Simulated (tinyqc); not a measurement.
Shockley state of an s-p chain by decimation: one step. Bulk bands. Five cases, with inputs chosen for the exercise.

Problem. Levels and s weight of the lower band at k = j pi/6.

Each site has s at -d/2 and p at +d/2: H0 = diag(-d/2, d/2). The block to the next site on the right is H1 = [[-ts, u], [-u, tp]] (rows s, p of site n; columns s, p of site n + 1). Bulk: H(k) = [[-d/2 - 2 ts cos k, 2i u sin k], [-2i u sin k, d/2 + 2 tp cos k]]. The bands are inverted at k = pi if d < 2 (ts + tp).

Give: Bands.

Case 1.

Values chosen: d = 1.58 eV (Ep - Es); ts = 0.71 eV (s-s hopping); tp = 1.44 eV (p-p hopping); u = 0.55 eV (s-p hopping).

Solution.

Bands:

| k/pi | lower (eV) | upper (eV) | s weight, lower |
|---|---|---|---|
| 0.000 | -2.2100 | 3.6700 | 1.000 |
| 0.167 | -2.0762 | 3.3406 | 0.990 |
| 0.333 | -1.7292 | 2.4592 | 0.945 |
| 0.500 | -1.3543 | 1.3543 | 0.792 |
| 0.667 | -1.3593 | 0.6293 | 0.357 |
| 0.833 | -1.8370 | 0.5726 | 0.055 |
| 1.000 | -2.0900 | 0.6300 | 0.000 |

The lower band is s-like at k = 0 and p-like at pi: the bands are inverted, and the gap is a hybridisation gap that can hold a Shockley state.

Case 2.

Values chosen: d = 0.9 eV (Ep - Es); ts = 0.93 eV (s-s hopping); tp = 0.91 eV (p-p hopping); u = 0.77 eV (s-p hopping).

Solution.

Bands:

| k/pi | lower (eV) | upper (eV) | s weight, lower |
|---|---|---|---|
| 0.000 | -2.3100 | 2.2700 | 1.000 |
| 0.167 | -2.2011 | 2.1664 | 0.968 |
| 0.333 | -1.9220 | 1.9020 | 0.858 |
| 0.500 | -1.6044 | 1.6044 | 0.640 |
| 0.667 | -1.4041 | 1.4241 | 0.334 |
| 0.833 | -1.3613 | 1.3959 | 0.085 |
| 1.000 | -1.3700 | 1.4100 | 0.000 |

The lower band is s-like at k = 0 and p-like at pi: the bands are inverted, and the gap is a hybridisation gap that can hold a Shockley state.

Case 3.

Values chosen: d = 4.19 eV (Ep - Es); ts = 0.63 eV (s-s hopping); tp = 0.89 eV (p-p hopping); u = 0.68 eV (s-p hopping).

Solution.

Bands:

| k/pi | lower (eV) | upper (eV) | s weight, lower |
|---|---|---|---|
| 0.000 | -3.3550 | 3.8750 | 1.000 |
| 0.167 | -3.2533 | 3.7036 | 0.990 |
| 0.333 | -2.9584 | 3.2184 | 0.962 |
| 0.500 | -2.4977 | 2.4977 | 0.919 |
| 0.667 | -1.9103 | 1.6503 | 0.875 |
| 0.833 | -1.2589 | 0.8086 | 0.877 |
| 1.000 | -0.8350 | 0.3150 | 1.000 |

The lower band is s-like at k = 0 and s-like at pi: no inversion, an ordinary gap.

Case 4.

Values chosen: d = 7.23 eV (Ep - Es); ts = 1.25 eV (s-s hopping); tp = 1.6 eV (p-p hopping); u = 0.62 eV (s-p hopping).

Solution.

Bands:

| k/pi | lower (eV) | upper (eV) | s weight, lower |
|---|---|---|---|
| 0.000 | -6.1150 | 6.8150 | 1.000 |
| 0.167 | -5.8116 | 6.4178 | 0.997 |
| 0.333 | -4.9781 | 5.3281 | 0.989 |
| 0.500 | -3.8218 | 3.8218 | 0.973 |
| 0.667 | -2.6141 | 2.2641 | 0.949 |
| 0.833 | -1.6068 | 1.0006 | 0.940 |
| 1.000 | -1.1150 | 0.4150 | 1.000 |

The lower band is s-like at k = 0 and s-like at pi: no inversion, an ordinary gap.

Case 5.

Values chosen: d = 1.94 eV (Ep - Es); ts = 1.17 eV (s-s hopping); tp = 1.1 eV (p-p hopping); u = 0.92 eV (s-p hopping).

Solution.

Bands:

| k/pi | lower (eV) | upper (eV) | s weight, lower |
|---|---|---|---|
| 0.000 | -3.3100 | 3.1700 | 1.000 |
| 0.167 | -3.1373 | 3.0160 | 0.977 |
| 0.333 | -2.6751 | 2.6051 | 0.899 |
| 0.500 | -2.0800 | 2.0800 | 0.733 |
| 0.667 | -1.5670 | 1.6370 | 0.449 |
| 0.833 | -1.2952 | 1.4164 | 0.133 |
| 1.000 | -1.2300 | 1.3700 | 0.000 |

The lower band is s-like at k = 0 and p-like at pi: the bands are inverted, and the gap is a hybridisation gap that can hold a Shockley state.

Computed by tinyqc, one run a case: `OMP_NUM_THREADS=1 python tinyqc.py N N+1 out.jsonl` with N = 1450872, 1451152, 1451213, 1451220, 1451570; one thread of a shared Intel(R) Xeon(R) Processor @ 2.30GHz, about 0.3 s a run at most.
